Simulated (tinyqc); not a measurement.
# From residual resistance ratio back to residual resistivity rho_0

Model: Bloch-Grueneisen resistivity of a metal. Computed by tinyqc, a small Python program. Command: `OMP_NUM_THREADS=1 python tinyqc.py 3031667 3031668 out.jsonl bg inv`. One thread of a shared host (Intel(R) Xeon(R) Processor @ 2.30GHz), about 0.01 s of CPU time with the checks.

Electrons scatter from a Debye spectrum of phonons (n = 5 for scattering within one band, n = 3 for scattering into a second, heavy band) and from static defects.

Inputs (values chosen for the exercise, modelled on iridium):
```
quantity                      value  unit
exponent n                        5     -
Debye temperature Theta         304     K
transport coupling lambda_tr   0.37     -
Drude plasma energy hbar w_p    9.1    eV
temperature T                   600     K
```

Addition: none.

Constants: k_B = 1.380649e-23 J/K; hbar = 1.054571817e-34 J s; eps_0 = 8.8541878128e-12 F/m; hbar = 6.582119569e-16 eV s; k_B = 8.617333262e-05 eV/K.

Method:
- J_n(y) = int_0^y x^n e^x/(e^x - 1)^2 dx, by 96 Gauss-Legendre points (upper limit at most 60).
- rho_ph = (n - 1) rho_1 (T/Theta)^n J_n(Theta/T), with rho_1 = 2 pi lambda_tr k_B Theta/(hbar eps_0 w_p^2), the high-temperature line at T = Theta.
- Matthiessen's rule: rho = rho_0 + rho_ph.
- Temperature coefficient (1/rho) d rho/dT by a central difference of +/- 0.5 K; residual ratio rho(295 K)/rho(4.2 K); scattering time tau = 1/(eps_0 w_p^2 rho); Wiedemann-Franz kappa = L_0 T/rho, L_0 = (pi^2/3)(k_B/e)^2.

Problem. A run gave the result below. Find the residual resistivity rho_0, known to lie between 0.24 and 0.61 microohm cm.

residual resistance ratio = 13.82509

Solution.

Each step takes the trial c = (a f_b - b f_a)/(f_b - f_a), f being the result less the target and a, b, c the logarithms of the listed values; c replaces end b, the old b replaces a if the sign of f changed, and otherwise f_a is halved.

Scan of the range:
```
residual resistivity rho_0 (microohm cm)  residual resistance ratio
0.240                                                       21.8514
0.280                                                       18.8727
0.328                                                       16.2572
0.383                                                       14.0662
0.447                                                       12.1954
0.522                                                       10.5869
0.610                                                        9.2039
```

False position (Illinois rule, in the logarithm of the input) inside the bracket:
```
step     end a     end b     trial  residual resistance ratio
1     0.383000  0.447000  0.390704                    13.8086
2     0.383000  0.390704  0.389766                    13.8394
3     0.390704  0.389766  0.390200                    13.8251
4     0.389766  0.390200  0.390200                    13.8251
```

Residual resistance ratio falls at every point of a 13-point scan of the range (every second point is shown), so one value fits; it is bracketed by 0.383 and 0.447. Answer: residual resistivity rho_0 = 0.3902 microohm cm.
